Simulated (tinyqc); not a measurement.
Ratio and sensitivities against delay: time-domain thermoreflectance: layered heat flow under a modulated pulse train, and what the signal ratio measures. Computed by tinyqc, a small Python program. Command: `OMP_NUM_THREADS=1 python tinyqc.py 3113018 3113019 out.jsonl tdtr walk`. One thread of a shared host (Intel(R) Xeon(R) Processor @ 2.30GHz), about 0.1 s of CPU time with the checks.

Pulses repeat at 80 MHz; heat is laid down at the surface, all layers are isotropic.

Inputs (values chosen for the exercise, modelled on aluminium on 4H-SiC):
```
quantity                                value        unit
metal thickness d                          81          nm
metal conductivity                        160     W/(m K)
metal heat capacity                      2.42  MJ/(m^3 K)
boundary conductance G under the metal    100  MW/(m^2 K)
substrate conductivity kappa              332     W/(m K)
substrate heat capacity C                2.17  MJ/(m^3 K)
modulation frequency f                      1         MHz
spot radius w (1/e^2, pump and probe)      21  micrometre
```

Stack: metal, substrate.

Method:
- For radial wave number k and angular frequency W each layer has u = sqrt(4 pi^2 k^2 + i W C/kappa) and gamma = kappa u. Surface impedance from below: Z = 1/gamma for the substrate; a layer of thickness L maps Z to (Z + tanh(u L)/gamma)/(1 + gamma Z tanh(u L)); a boundary adds 1/G.
- Response per absorbed watt H(W) = 2 pi int_0^(2/w) Z(k, W) exp(-pi^2 k^2 w^2) k dk by 20 Gauss-Legendre points.
- Signal: X + iY = sum_(m = -M..M) H(2 pi (f + m f_r)) exp(i 2 pi m f_r t) exp(-pi (m/M)^2 x 4), f_r = 80 MHz, M = 4000, with H(-W) the complex conjugate of H(W); V_in = X, V_out = Y, ratio = -V_in/V_out.
- Sensitivity S = ln(ratio'/ratio)/ln(1.01) for a rise of one input by 1 %.

Ratio and sensitivities:
```
t (ps)   ratio  S to kappa    S to G    S to d   S to C    S to w
100     7.4485     0.57436  -0.01928  -0.82311  0.30000  -0.27954
200     7.1135     0.56899  -0.05896  -0.77476  0.29505  -0.27897
400     6.5130     0.55800  -0.13222  -0.67956  0.28461  -0.27814
800     5.5233     0.53567  -0.26003  -0.50595  0.26234  -0.27754
1500    4.2653     0.49596  -0.43528  -0.24715  0.22032  -0.27899
2500    3.1149     0.43834  -0.59421   0.03503  0.15617  -0.28446
4000    2.1541     0.35594  -0.66593   0.28428  0.06076  -0.29628
```

What follows from these numbers?

The largest sensitivity in size at 100 ps is to d (-0.82). At 400 ps an error of 3 % in d passes on as 4 % in kappa.

Extremes, crossings and ranges named in words are read from the listed rows.
